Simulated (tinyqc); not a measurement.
Range and order of the fit: effective mass of the heavy-hole band from tabulated energies.

c = hbar^2/2m0. A uniform scatter of up to 0.3 meV has been added to mimic numerical noise.
Constants: hbar^2/2m0 = 3.80998211 eV angstrom^2.

Energies along [110], from the band edge downward:

| k (1/angstrom) | E (meV) |
|---|---|
| 0.000000 | 0.00000 |
| 0.015000 | 1.12550 |
| 0.030000 | 4.95350 |
| 0.045000 | 11.21340 |
| 0.060000 | 20.02220 |
| 0.075000 | 31.36940 |
| 0.090000 | 44.77620 |
| 0.105000 | 61.20030 |
| 0.120000 | 79.49820 |

reference mass (curvature of the model at k = 0.0001 1/angstrom) = 0.681763 m0

Least-squares fits of E = a k^2 (+ b k^4 + d k^6) over points 1 to n, and the line y = c k^2/E against E; errors of m against the reference.

Results:

| n | E at point n (meV) | one term (%) | two terms (%) | three terms (%) | line (%) | rms residual, one term (meV) |
|---|---|---|---|---|---|---|
| 3 | 11.2 | 1.12 | 3.49 | 17.53 | 10.35 | 0.070 |
| 4 | 20.0 | 0.66 | 2.01 | 4.57 | 8.05 | 0.069 |
| 5 | 31.4 | 0.37 | 1.39 | 2.68 | 6.61 | 0.073 |
| 6 | 44.8 | 0.78 | -0.04 | 2.76 | 5.44 | 0.109 |
| 7 | 61.2 | 0.73 | 0.59 | 0.06 | 4.74 | 0.102 |
| 8 | 79.5 | 0.96 | 0.20 | 0.84 | 4.14 | 0.140 |

What can be read from this table?

The error of the parabola goes from +1.12 to +0.96 % as the range widens, and at n = 8 its residual, 0.14 meV, is only 0.2 % of the top energy: a small residual does not vouch for the mass. Over the full range (n = 8) the best form is two terms (0.20 %); the line errs by +10.35 % at n = 3 and +4.14 % at n = 8. Many terms on few points amplify the scatter: three terms err by +17.5 % at n = 3 but by +0.8 % at n = 8.

Computed by tinyqc, a small Python program: `OMP_NUM_THREADS=1 python tinyqc.py 1851184 1851185 out.jsonl` (the numbers bound the seed that draws the inputs); one thread of a shared host (Intel(R) Xeon(R) Processor @ 2.30GHz), about 0.01 s for the whole set of steps.
